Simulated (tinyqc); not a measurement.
# Resistance of a source-drain extension with a graded tip: what changes with what

y runs along the channel, the gate covers y > 0. The doping is N0 for y < y0 and N0 10^(-(y - y0)/la) beyond, uniform over the depth xj. Sheet conductance s(y) = q mu(N) max(N - Nch, 0) xj + (for y > 0) ma Cox Vo, with mu(N) = u0 + (u1 - u0)/(1 + (N/Nr)^au) and Cox = eps0 eox/tox. Current is taken as one-dimensional; depletion of the tip, spreading and the contact are left out. The metallurgical junction lies at yj, where N = Nch.

Inputs (values chosen for the exercise); mobility law close to that of holes in silicon:

| symbol | value | unit | meaning |
|---|---|---|---|
| eox | 3.9 |  | relative permittivity of the gate insulator (close to silicon dioxide) |
| tox | 1.4 | nm | insulator thickness |
| N0 | 7.6e19 | cm^-3 | active doping of the extension far from the gate |
| la | 3.3 | nm/decade | lateral abruptness |
| xj | 18 | nm | depth of the extension |
| Nch | 3.6e18 | cm^-3 | channel doping |
| Ls | 15 | nm | spacer length |
| Vo | 0.47 | V | gate overdrive |
| ma | 35 | cm^2/(V s) | mobility of the gate-induced layer |
| u1 | 470.5 | cm^2/(V s) | mobility at low doping |
| u0 | 44.9 | cm^2/(V s) | mobility at high doping |
| Nr | 2.23e17 | cm^-3 | reference doping |
| au | 0.719 |  | exponent |
| Lg | 45 | nm | gate length |

Constants: q = 1.602176634e-19 C, eps0 = 8.8541878128e-14 F/cm where lengths are in cm. Results are converted to the units shown.

Each table varies one quantity; the others keep the values above.

## Abruptness at a fixed junction position

R_spacer = integral of dy/s from -Ls to 0, R_ov from 0 to yj, R_channel = (Lg - 2 yj)/(ma Cox Vo), R_total = 2 R_spacer + 2 R_ov + R_channel. Electrical length L_eff = ma Cox dR_total/d(1/Vo); R_series = R_total - L_eff/(ma Cox Vo). y0 is moved with la so that yj stays at 5.0709 nm.

The same in every row: yj (nm) = 5.071; R_channel (ohm um) = 859.1.

Result of one run:
```
la (nm/decade),R_spacer (ohm um),R_ov (ohm um),R_total (ohm um),L_eff (nm),R_series (ohm um)
6.1,16.33,41.07,973.9,36.43,76.03
```

What becomes of these results when the lateral abruptness la is changed from 6.1 to 1 nm/decade, all else the same?

Result of the changed run:
```
la (nm/decade),R_spacer (ohm um),R_ov (ohm um),R_total (ohm um),L_eff (nm),R_series (ohm um)
1,14.02,10.89,908.9,35.13,43.11
```

The whole series:
```
la (nm/decade),R_spacer (ohm um),R_ov (ohm um),R_total (ohm um),L_eff (nm),R_series (ohm um)
1,14.02,10.89,908.9,35.13,43.11
2.3,14.02,19.10,925.4,35.47,51.25
3.6,14.02,27.32,941.8,35.80,59.39
4.9,14.56,35.05,958.3,36.14,67.72
6.1,16.33,41.07,973.9,36.43,76.03
7.4,19.46,46.62,991.3,36.74,85.90
8.7,23.64,51.38,1009,37.02,96.74
10,28.72,55.53,1028,37.29,108.6
```

As la goes from 1 to 10 nm/decade, R_total rises from 909 to 1030 ohm um, R_spacer rises from 14.0 to 28.7 ohm um and R_ov rises from 10.9 to 55.5 ohm um. R_total changes on average by 13.2 ohm um for each nm/decade. L_eff exceeds the metallurgical length by 0.272 nm in the first row and 2.43 nm in the last, since the gate also controls the lightly doped tips.

## Effect of the position under the gate where the fall begins

Same model as above.

Result of one run:
```
y0 (nm),yj (nm),R_spacer (ohm um),R_ov (ohm um),R_channel (ohm um),R_total (ohm um),L_eff (nm),R_series (ohm um)
-4,0.3709,36.72,7.039,1091,1178,44.71,76.44
```

What becomes of these results when the position under the gate where the fall begins (gate edge at 0) y0 is changed from -4 to -2 nm, all else the same?

Result of the changed run:
```
y0 (nm),yj (nm),R_spacer (ohm um),R_ov (ohm um),R_channel (ohm um),R_total (ohm um),L_eff (nm),R_series (ohm um)
-2,2.371,16.13,21.15,992.2,1067,41.10,53.84
```

The whole series:
```
y0 (nm),yj (nm),R_spacer (ohm um),R_ov (ohm um),R_channel (ohm um),R_total (ohm um),L_eff (nm),R_series (ohm um)
-4,0.3709,36.72,7.039,1091,1178,44.71,76.44
-2,2.371,16.13,21.15,992.2,1067,41.10,53.84
0,4.371,14.02,24.79,893.6,971.3,37.12,56.30
2,6.371,14.02,26.60,795.0,876.3,33.13,59.77
4,8.371,14.02,28.40,696.5,781.3,29.13,63.24
6,10.37,14.02,30.20,597.9,686.3,25.14,66.71
8,12.37,14.02,32.00,499.3,591.3,21.15,70.18
```

As y0 goes from -4 to 8, R_total falls from 1180 to 591 ohm um, L_eff falls from 44.7 to 21.1 nm and R_series goes from 76.4 through a minimum of 53.8 (at y0 = -2 among the rows listed) to 70.2 ohm um. More overlap also shortens the channel and adds capacitance, effects on threshold and speed that are left out.

Program tinyqc, `OMP_NUM_THREADS=1 python tinyqc.py 2282110 2282111 out.jsonl`; Intel Xeon 2.30GHz, shared host, one thread, about 0.04 s.
